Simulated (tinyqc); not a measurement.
What each parameter does: two-band tight binding of a puckered layer.

With X = kx ax/2 and Y = ky ay/2: h = t2 + 2 cos(Y) (t1 exp(iX) + t3 exp(-iX)) + t5 exp(2iX), d = 4 t4 cos(X) cos(Y), H = [[d, h], [h*, d]], E = d -/+ |h|.

Constants: hbar^2/2m0 = 3.80998211 eV angstrom^2.

Parameters, chosen for this exercise (near a published set for monolayer black phosphorus; the results hold for these values, not for the real material):
- ax = 4.59 angstrom (period along x (armchair))
- ay = 3.29 angstrom (period along y (zigzag))
- t1 = -1.216 eV (along the zigzag)
- t2 = 3.618 eV (across the pucker)
- t3 = -0.191 eV (second in the sheet)
- t4 = -0.106 eV (same sublattice)
- t5 = -0.05 eV (far across)

Gap at Gamma and masses m/m0 = c q^2/|E(q) - E(0)| with q = 0.001 1/angstrom, c = hbar^2/2m0.

One parameter was then changed.

Results before and after:

| case | gap (eV) | m_e x | m_h x | m_e y | m_h y |
|---|---|---|---|---|---|
| base | 1.5080 | 0.1512 | 0.1659 | 0.870 | 1.178 |
| changed | 1.5080 | 0.1425 | 0.1564 | 0.870 | 1.178 |

Which of these changes was made? (a) t1 = -1.186 eV; (b) ax = 4.728 angstrom; (c) t5 = -0.02 eV; (d) t2 = 3.648 eV; (e) t3 = -0.161 eV; (f) t4 = -0.076 eV.

Answer: (b) ax = 4.728 angstrom. Of the candidates, run in turn, only this one gives the changed row.

All candidates:

| case | gap (eV) | m_e x | m_h x | m_e y | m_h y |
|---|---|---|---|---|---|
| base | 1.5080 | 0.1512 | 0.1659 | 0.870 | 1.178 |
| t1 = -1.186 eV | 1.6280 | 0.1655 | 0.1832 | 0.886 | 1.209 |
| t2 = 3.648 eV | 1.5680 | 0.1550 | 0.1705 | 0.870 | 1.178 |
| t3 = -0.161 eV | 1.6280 | 0.1543 | 0.1696 | 0.886 | 1.209 |
| t4 = -0.076 eV | 1.5080 | 0.1531 | 0.1636 | 0.903 | 1.122 |
| t5 = -0.02 eV | 1.5680 | 0.1627 | 0.1799 | 0.870 | 1.178 |
| ax = 4.728 angstrom | 1.5080 | 0.1425 | 0.1564 | 0.870 | 1.178 |

Computed by tinyqc, a small Python program: `OMP_NUM_THREADS=1 python tinyqc.py 1450378 1450379 out.jsonl` (the numbers bound the seed that draws the inputs); one thread of a shared host (Intel(R) Xeon(R) Processor @ 2.30GHz), about 0.01 s for the whole set of steps.
